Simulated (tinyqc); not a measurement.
## Gate voltage from the surface potential

Inverse problem. At the source end, Vgs + Vsb - Vfb - psi = gamma sqrt(G), G = psi - Vt + Vt exp((psi - 2 phiF - Vsb)/Vt), and the voltage over the insulator is gamma sqrt(G). Find that voltage and Vgs.

Parameters, values chosen for the exercise:

| symbol | value | unit | meaning |
|---|---|---|---|
| T | 293 | K | temperature |
| Vfb | -1.58 | V | flat-band voltage |
| Vsb | 2 | V | source-body reverse bias |

Constants: q = 1.602176634e-19 C, kB = 1.380649e-23 J/K, Vt = kB T/q. Results are converted to the units shown.

psi = 5.2034669 V
phiF = 1.5480941 V
gamma = 0.40846138 V^0.5

Solution. In this direction the relation is explicit: no iteration is needed.

voltage over the insulator = 1.08 V
Vgs = 2.70 V

tinyqc, about 0.06 s, one thread, Intel Xeon 2.30GHz (shared host): `OMP_NUM_THREADS=1 python tinyqc.py 2360106 2360107 out.jsonl`
